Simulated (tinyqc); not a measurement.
# Single-junction solar cell, detailed-balance limit: what changes with what

Every photon above the gap Eg makes one pair and none below is absorbed; carriers thermalise at T and move without loss. Jsc = q fs X Phi(Eg, Ts); the dark current is J0 = q ge Phi(Eg, T)/ERE with the Boltzmann factor exp(V/Vt). The efficiency is the electrical power over fs X sigma Ts^4.

Parameters, values chosen for the exercise:
```
symbol,value,unit,meaning
T,350,K,cell temperature
Ts,4500,K,temperature of the black-body sun
fs,2.16e-5,,share of the hemisphere filled by the sun
X,100,,concentration
ERE,0.001,,external radiative efficiency
ge,1,,number of faces that emit
Eg,0.65,eV,band gap
```

Constants: q = 1.602176634e-19 C, kB = 1.380649e-23 J/K, h = 6.62607015e-34 J s, c = 299792458 m/s, Vt = kB T/q. Results are converted to the units shown.

Each table varies one quantity; the others keep the values above.

## Effect of the band gap

Photon flux above E from a black body at temperature T into a hemisphere: Phi(E, T) = A sum_k exp(-k E/th)[E^2 th/k + 2 E th^2/k^2 + 2 th^3/k^3], k = 1, 2, ..., with th = kB T/q in eV and A = 2 pi q^3/(h^3 c^2). J(V) = Jsc - J0 (exp(V/Vt) - 1); Voc = Vt ln(1 + Jsc/J0); at maximum power v = Vmp/Vt solves (1 + v) exp(v) = 1 + Jsc/J0. Pin = fs X sigma Ts^4, sigma = 2 pi^5 kB^4/(15 h^3 c^2). FF = Vmp Jmp/(Voc Jsc).

Effect of the band gap:
```
Eg (eV)	Jsc (mA/cm^2)	Voc (V)	Eg/q - Voc (V)	FF	efficiency (%)
0.5	3737	0.1836	0.3164	0.5904	8.066
0.75	2911	0.4028	0.3472	0.7461	17.42
1	2148	0.6268	0.3732	0.8132	21.80
1.25	1519	0.8533	0.3967	0.8508	21.95
1.5	1038	1.081	0.4189	0.8751	19.55
1.75	689.7	1.310	0.4404	0.8922	16.04
2	447.8	1.539	0.4613	0.9049	12.41
2.25	285.2	1.768	0.4820	0.9147	9.182
2.5	178.6	1.998	0.5023	0.9226	6.555
```

What does the comparison show?

As Eg goes from 0.5 to 2.5 eV, Jsc falls from 3740 to 179 mA/cm^2, Voc rises from 0.184 to 2.00 V and the efficiency goes from 8.07 through a maximum of 22.0 (at Eg = 1.25 eV among the rows listed) to 6.55 %. A wider gap raises the voltage and loses photons, hence the maximum.

## Effect of the temperature of the black-body sun

Same model as above.

FF = Vmp Jmp/(Voc Jsc).

Effect of the temperature of the black-body sun:
```
Ts (K)	Jsc (mA/cm^2)	Voc (V)	Eg/q - Voc (V)	FF	efficiency (%)
3000	657.4	0.2661	0.3839	0.6690	11.80
3700	1545	0.2919	0.3581	0.6873	13.51
4400	2983	0.3118	0.3382	0.7000	14.18
5100	5087	0.3279	0.3221	0.7095	14.28
5800	7971	0.3414	0.3086	0.7169	14.08
6500	1.174e4	0.3531	0.2969	0.7231	13.71
7200	1.652e4	0.3634	0.2866	0.7282	13.28
7900	2.240e4	0.3726	0.2774	0.7326	12.82
```

As Ts goes from 3000 to 7900 K, Jsc rises from 657 to 22400 mA/cm^2, Voc rises from 0.266 to 0.373 V and the efficiency goes from 11.8 through a maximum of 14.3 (at Ts = 5100 K among the rows listed) to 12.8 %. At Ts = 7900 K the current passes 20 A/cm^2, where series resistance and heating, left out here, would dominate.

## Effect of the concentration

Same model as above.

FF = Vmp Jmp/(Voc Jsc).

Effect of the concentration:
```
X	Jsc (mA/cm^2)	Voc (V)	Eg/q - Voc (V)	FF	efficiency (%)
1	32.40	0.1754	0.4746	0.5805	6.571
3	97.21	0.2085	0.4415	0.6180	8.314
10	324.0	0.2448	0.4052	0.6519	10.30
30	972.1	0.2779	0.3721	0.6776	12.15
100	3240	0.3143	0.3357	0.7015	14.22
300	9721	0.3474	0.3026	0.7201	16.14
1000	3.240e4	0.3837	0.2663	0.7378	18.26
3000	9.721e4	0.4168	0.2332	0.7519	20.22
```

Read the table: what changes, and by how much?

As X goes from 1 to 3000, Jsc rises from 32.4 to 97200 mA/cm^2, Voc rises from 0.175 to 0.417 V and the efficiency rises from 6.57 to 20.2 %. Voc gains 69.4 mV a decade of concentration (Vt ln 10), while Jsc/Pin stays the same. For X = 1000 to 3000 the current passes 20 A/cm^2, where series resistance and heating, left out here, would dominate.

tinyqc, about 0.01 s, one thread, Intel Xeon 2.30GHz (shared host): `OMP_NUM_THREADS=1 python tinyqc.py 2820047 2820048 out.jsonl`
